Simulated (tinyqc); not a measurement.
Polarisation and half-bias from two TMR values.

Problem. A tunnel junction has TMR = TMR0/(1 + (V/Vh)^2), TMR0 = 2 P1 P2/(1 - P1 P2). Find TMR0, Vh and P2.

Inputs (values chosen for the exercise):
- P1 = 0.65 (spin polarisation of the reference layer)

TMR at 0.1 and 0.5 V (%): 121.00894  52.898840

Answer. 1/TMR is linear in V^2, and P1 P2 = TMR0/(2 + TMR0).

TMR0 = 127.9 %
Vh = 0.4200 V
P2 = 0.6000

tinyqc, about 0.01 s, one thread, Intel Xeon 2.30GHz (shared host): `OMP_NUM_THREADS=1 python tinyqc.py 2450018 2450019 out.jsonl`
